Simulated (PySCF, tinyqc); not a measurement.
Worked calculation: CIS on RHF in the sto-3g basis, for H6, spin multiplicity 1. The lowest restricted solution is unstable here: a spin-polarised one lies 0.0179 hartree lower (PySCF). One step of it, computed by the program tinyqc.

Task: CIS matrix, singlets. A(ia,jb) = (e_a - e_i) d_ij d_ab + 2 (ia|jb) - (ij|ab).

orbital energies (hartree): MO1 -0.670730, MO2 -0.533809, MO3 -0.295774, MO4 0.185361, MO5 0.612932, MO6 1.050175

Two-electron integrals over orbitals (pq|rs), unique and non-zero (hartree):
```
(11|11) 0.434719    (21|11) -0.000297   (21|21) 0.137616    (22|11) 0.355966
(22|21) 0.000300    (22|22) 0.377192    (31|11) -0.078537   (31|21) -0.000167
(31|22) 0.018145    (31|31) 0.093782    (32|11) -0.000282   (32|21) 0.091666
(32|22) 0.000270    (32|31) -0.000020   (32|32) 0.119041    (33|11) 0.354221
(33|21) -0.000043   (33|22) 0.345024    (33|31) -0.012757   (33|32) -0.000090
(33|33) 0.366550    (41|11) -0.000243   (41|21) 0.055310    (41|22) 0.000060
(41|31) 0.000050    (41|32) -0.019049   (41|33) 0.000030    (41|41) 0.076489
(42|11) 0.086442    (42|21) 0.000070    (42|22) 0.021072    (42|31) -0.062316
(42|32) -0.000100   (42|33) -0.004094   (42|41) -0.000017   (42|42) 0.090121
(43|11) 0.000136    (43|21) -0.090626   (43|22) -0.000231   (43|31) 0.000166
(43|32) -0.091982   (43|33) 0.000051    (43|41) -0.006308   (43|42) -0.000056
(43|43) 0.123527    (44|11) 0.362734    (44|21) -0.000041   (44|22) 0.351430
(44|31) -0.014709   (44|32) -0.000080   (44|33) 0.362581    (44|41) 2.45e-06
(44|42) 0.008412    (44|43) 0.000042    (44|44) 0.375858    (51|11) 0.002401
(51|21) -0.000096   (51|22) 0.038287    (51|31) 0.036021    (51|32) 0.000029
(51|33) -0.017106   (51|41) -0.000098   (51|42) 0.022456    (51|43) 0.000024
(51|44) -0.008116   (51|51) 0.058768    (52|11) -0.000100   (52|21) 0.051373
(52|22) 0.000184    (52|31) 0.000027    (52|32) 0.005142    (52|33) -0.000026
(52|41) 0.049038    (52|42) 0.000123    (52|43) 0.029784    (52|44) -0.000018
(52|51) 0.000067    (52|52) 0.084296    (53|11) 0.087218    (53|21) 0.000061
(53|22) 0.020867    (53|31) -0.063805   (53|32) -0.000090   (53|33) 0.005651
(53|41) -0.000025   (53|42) 0.082341    (53|43) -0.000064   (53|44) 0.003270
(53|51) 0.014242    (53|52) 0.000097    (53|53) 0.088583    (54|11) -0.000290
(54|21) 0.096229    (54|22) 0.000266    (54|31) -0.000030   (54|32) 0.112684
(54|33) -0.000094   (54|41) -0.008395   (54|42) -0.000078   (54|43) -0.093099
(54|44) -0.000084   (54|51) 0.000021    (54|52) 0.009207    (54|53) -0.000082
(54|54) 0.120979    (55|11) 0.375559    (55|21) 0.000238    (55|22) 0.386177
(55|31) 0.007068    (55|32) 0.000208    (55|33) 0.361024    (55|41) 0.000036
(55|42) 0.026977    (55|43) -0.000196   (55|44) 0.369355    (55|51) 0.034954
(55|52) 0.000160    (55|53) 0.027893    (55|54) 0.000218    (55|55) 0.414015
(61|11) 0.000042    (61|21) -0.001991   (61|22) -0.000056   (61|31) -0.000116
(61|32) 0.027506    (61|33) 4.84e-06    (61|41) -0.029159   (61|42) -0.000038
(61|43) 0.035331    (61|44) 0.000010    (61|51) -0.000100   (61|52) 0.036081
(61|53) -0.000035   (61|54) 0.024955    (61|55) -0.000057   (61|61) 0.069997
(62|11) 0.002329    (62|21) -0.000071   (62|22) 0.036905    (62|31) 0.034551
(62|32) 0.000037    (62|33) -0.010977   (62|41) -0.000074   (62|42) 0.016781
(62|43) 0.000032    (62|44) -0.013093   (62|51) 0.053070    (62|52) 0.000095
(62|53) 0.018798    (62|54) 0.000031    (62|55) 0.036575    (62|61) -0.000080
(62|62) 0.055528    (63|11) -0.000209   (63|21) 0.053632    (63|22) 0.000068
(63|31) 0.000025    (63|32) -0.012573   (63|33) 0.000022    (63|41) 0.069645
(63|42) 0.000008    (63|43) -0.006969   (63|44) 0.000021    (63|51) -0.000086
(63|52) 0.048320    (63|53) -0.000011   (63|54) -0.012900   (63|55) 0.000048
(63|61) -0.027211   (63|62) -0.000078   (63|63) 0.073807    (64|11) -0.081749
(64|21) -0.000134   (64|22) 0.011082    (64|31) 0.090714    (64|32) 0.000014
(64|33) -0.015482   (64|41) 0.000048    (64|42) -0.064283   (64|43) 0.000143
(64|44) -0.017766   (64|51) 0.033754    (64|52) 0.000030    (64|53) -0.066290
(64|54) -1.89e-06   (64|55) 0.009763    (64|61) -0.000108   (64|62) 0.034753
(64|63) 0.000032    (64|64) 0.099730    (65|11) -0.000307   (65|21) 0.140946
(65|22) 0.000323    (65|31) -0.000158   (65|32) 0.097622    (65|33) -0.000042
(65|41) 0.055233    (65|42) 0.000065    (65|43) -0.096979   (65|44) -0.000035
(65|51) -0.000090   (65|52) 0.053316    (65|53) 0.000058    (65|54) 0.103971
(65|55) 0.000276    (65|61) -0.001900   (65|62) -0.000069   (65|63) 0.058652
(65|64) -0.000139   (65|65) 0.159771    (66|11) 0.463962    (66|21) -0.000252
(66|22) 0.382057    (66|31) -0.084045   (66|32) -0.000268   (66|33) 0.382423
(66|41) -0.000229   (66|42) 0.094008    (66|43) 0.000108    (66|44) 0.394053
(66|51) 0.002772    (66|52) -0.000080   (66|53) 0.097787    (66|54) -0.000277
(66|55) 0.413401    (66|61) 0.000042    (66|62) 0.003197    (66|63) -0.000207
(66|64) -0.093760   (66|65) -0.000282   (66|66) 0.523635
```

Give: CIS matrix A, singlet.

Result:

CIS matrix A, singlet (hartree), lower triangle:
```
        1>4      1>5      1>6     2>4      2>5      2>6     3>4     3>5
1>4  0.6463
1>5  0.0001   1.0256
1>6  0.0234   0.0001   1.3969
2>4  0.0000  -0.0513   0.0001  0.5480
2>5  0.0018  -0.0001  -0.0688  0.0000   0.9292
2>6  0.0000  -0.0348   0.0001  0.0225  -0.0001   1.3130
3>4  0.0021   0.0001  -0.0201  0.0000  -0.0531   0.0001  0.3656
3>5  0.0000   0.0214   0.0001  0.0520   0.0000  -0.0600  0.0000  0.7248
3>6  0.0486   0.0000   0.0296  0.0000  -0.0010   0.0001  0.0015  0.0000

        3>6
3>6  1.1111
```
